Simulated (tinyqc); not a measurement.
Internal photoemission over an interface barrier: one step of the calculation.

Electrons are excited from the valence band of a semiconductor over the barrier Phi(F) = P0 - sqrt(q F/(4 pi eps0 ei)), whose top lies at xm = sqrt(q/(16 pi eps0 ei F)). The yield is Y = A (hv - Phi)^p exp(-xm/l), with A = 1 here.

Question. Barrier in the field. Lowering P0 - Phi, barrier, position of its top, scattering factor and threshold wavelength.

Values chosen for this exercise; dielectric values close to those of zirconium oxide:
- P0 = 2.42 eV (barrier at zero field)
- ei = 4.94 (image-force permittivity)
- l = 4.1 nm (scattering length in the image well)
- F = 3.1 MV/cm (field in the dielectric)

Constants: q = 1.602176634e-19 C, h = 6.62607015e-34 J s, c = 299792458 m/s, eps0 = 8.8541878128e-14 F/cm where lengths are in cm. Results are converted to the units shown.

Find: lowering; Phi; xm; exp(-xm/l); threshold wavelength h c/(q Phi).

Answer.

lowering = 300.6 meV
Phi = 2.119 eV
xm = 0.4848 nm
exp(-xm/l) = 0.8885
threshold wavelength h c/(q Phi) = 585.0 nm

Program tinyqc, `OMP_NUM_THREADS=1 python tinyqc.py 2410058 2410059 out.jsonl`; Intel Xeon 2.30GHz, shared host, one thread, about 0.01 s.
